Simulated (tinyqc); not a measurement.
Surface potential of a MOS transistor: implicit equation and explicit approximations: effect of the channel-body voltage at fixed gate voltage.

p-type body, charge-sheet picture, depletion and inversion only, full ionisation (an idealisation for deep acceptors), Boltzmann statistics (rough once Na exp(x - xn) passes about Nc/7). In units of Vt: xg = (Vg - Vfb)/Vt, x = psi/Vt, G = gamma/sqrt(Vt), xn = (2 phiF + Vc)/Vt. The implicit equation is (xg - x)^2 = G^2 [x - 1 + exp(x - xn)] for x above about 3. Cox = eps0 eox/tox.

ni = sqrt(Nc Nv) exp(-Eg/(2 Vt)), Eg in volts; phiF = Vt ln(Na/ni); gamma = sqrt(2 q eps0 eps_r Na)/Cox; VT = Vfb + Vt (xn + G sqrt(xn - 1)). Depletion value a = 1 + [sqrt(G^2/4 + xg - 1) - G/2]^2; inversion value b = xn + ln[(xg - xn)^2/G^2 - xn + 1] and first guess y = min(a, b) - ln(1 + exp(-|a - b|)) if a > xn + 1, else b = y = a; one second-order correction with D = exp(y - xn), p = 2 (xg - y) + G^2 (1 + D), w = (xg - y)^2 - G^2 (y - 1 + D): z = y + 2 w/(p + sqrt(p^2 - 2 (2 - G^2 D) w)), or the Newton step z = y + w/p where the root is not real. N_inv = (Cox Vt G/q) [sqrt(x - 1 + exp(x - xn)) - sqrt(x - 1)] at the root. Lambert form (Cox m Vt/q) W0[(G/(2 m sqrt(xn - 1))) exp((Vg - VT)/(m Vt))], m = 1 + G/(2 sqrt(xn - 1)). Errors under 1e-4 mV, and the linear form below VT, are printed as 0.

Inputs (values chosen for the exercise); band and dielectric values close to those of silicon:
- T = 400 K (temperature)
- Eg = 1.1 eV (band gap)
- eps_r = 11.7 (relative permittivity)
- Nc = 4.31e19 cm^-3 (conduction-band density of states at T)
- Nv = 4.02e19 cm^-3 (valence-band density of states at T)
- eox = 24.7 (relative permittivity of the gate insulator (close to zirconium oxide))
- tox = 45 nm (insulator thickness)
- Na = 2.9e17 cm^-3 (acceptor density)
- Vfb = -0.82 V (flat-band voltage)
- Vg = 1.69 V (gate-body voltage)

Constants: q = 1.602176634e-19 C, kB = 1.380649e-23 J/K, Vt = kB T/q, eps0 = 8.8541878128e-14 F/cm where lengths are in cm. Results are converted to the units shown.

Effect of the channel-body voltage at fixed gate voltage:
```
Vc (V),psi (V),x - xn,error of y (mV),error of z (mV),N_inv (cm^-2),Cox (Vg - VT)/q (cm^-2),Lambert form (cm^-2)
0,0.9307,5.021,9.15,-0.130,2.957e12,3.669e12,3.043e12
0.2,1.118,4.667,10.6,-0.210,2.205e12,2.848e12,2.266e12
0.4,1.303,4.205,13.0,-0.406,1.482e12,2.050e12,1.522e12
0.6,1.479,3.519,17.4,-1.11,8.002e11,1.268e12,8.215e11
0.8,1.632,2.149,17.0,-0.695,2.168e11,4.989e11,2.219e11
1,1.688,-2.021,0.908,0,3.437e9,0,3.357e9
1.2,1.689,-7.797,2.82e-3,0,1.066e7,0,9.361e6
1.4,1.689,-13.60,0,0,3.221e4,0,2.442e4
```

What does the comparison show?

As Vc goes from 0 to 1.4, psi rises from 0.931 to 1.69 V, x - xn falls from 5.02 to -13.6 and N_inv falls from 2.96e12 to 32200 cm^-2. The Lambert form lies between 0.758 and 1.03 times N_inv. psi follows Vc only while the surface is inverted; once x falls below xn it settles at the depletion value. For Vc = 0, 0.2, 0.4, 0.6 the electron quasi-Fermi level lies less than 2 Vt below the band edge at the surface, or above it, where degeneracy and confinement, left out, matter.

tinyqc, about 0.01 s, one thread, Intel Xeon 2.30GHz (shared host): `OMP_NUM_THREADS=1 python tinyqc.py 2122010 2122011 out.jsonl`
